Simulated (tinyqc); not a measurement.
From results back to parameters: carrier statistics of a doped semiconductor with parabolic bands. Four cases, with inputs chosen for the exercise.

Problem. With Boltzmann statistics and no minority carriers, p (p + ND)/(NA - ND - p) = K(T) = (N(T)/4) exp(-E/kB T), E the ionisation energy of the majority dopant and N = 2 (m kB T/(4 pi c))^(3/2) with c = hbar^2/2m0, in 1/angstrom^3; times 1e24 for 1/cm^3, m = m_d. The density below was computed from a hidden E.

Constants: hbar^2/2m0 = 3.80998211 eV angstrom^2; kB = 8.617333262e-05 eV/K.

Find: K(Ta); E.

Method. The left side gives K; then E = kB T ln(N/(4 K)).

Case 1.

Values chosen (near those of GaP; the results hold for these values, not for the real material):
- NA = 2.6e+15 1/cm^3 (acceptors)
- ND = 1.1e+12 1/cm^3 (donors)
- m_d = 0.806 m0 (density-of-states mass of the majority band)
- Ta = 71 K

p(Ta) = 3.1891e+14 1/cm^3

Solution.

K(Ta) = 4.48e+13 1/cm^3
E = 0.0573 eV

Case 2.

Values chosen (near those of GaN; the results hold for these values, not for the real material):
- NA = 4.4e+18 1/cm^3 (acceptors)
- ND = 3.2e+17 1/cm^3 (donors)
- m_d = 1.415 m0 (density-of-states mass of the majority band)
- Ta = 178 K

p(Ta) = 4.0473e+14 1/cm^3

Solution.

K(Ta) = 3.18e+13 1/cm^3
E = 0.1830 eV

Case 3.

Values chosen (near those of Si; the results hold for these values, not for the real material):
- NA = 3.1e+18 1/cm^3 (acceptors)
- ND = 1.6e+18 1/cm^3 (donors)
- m_d = 0.595 m0 (density-of-states mass of the majority band)
- Ta = 64 K

p(Ta) = 7.7461e+13 1/cm^3

Solution.

K(Ta) = 8.26e+13 1/cm^3
E = 0.0449 eV

Case 4.

Values chosen (near those of InSb; the results hold for these values, not for the real material):
- NA = 1.6e+16 1/cm^3 (acceptors)
- ND = 5.5e+13 1/cm^3 (donors)
- m_d = 0.418 m0 (density-of-states mass of the majority band)
- Ta = 10 K

p(Ta) = 2.6157e+13 1/cm^3

Solution.

K(Ta) = 1.33e+11 1/cm^3
E = 0.0097 eV

Computed by tinyqc, one run a case: `OMP_NUM_THREADS=1 python tinyqc.py N N+1 out.jsonl` with N = 1650835, 1651057, 1651148, 1651230; one thread of a shared Intel(R) Xeon(R) Processor @ 2.30GHz, about 0.01 s a run at most.
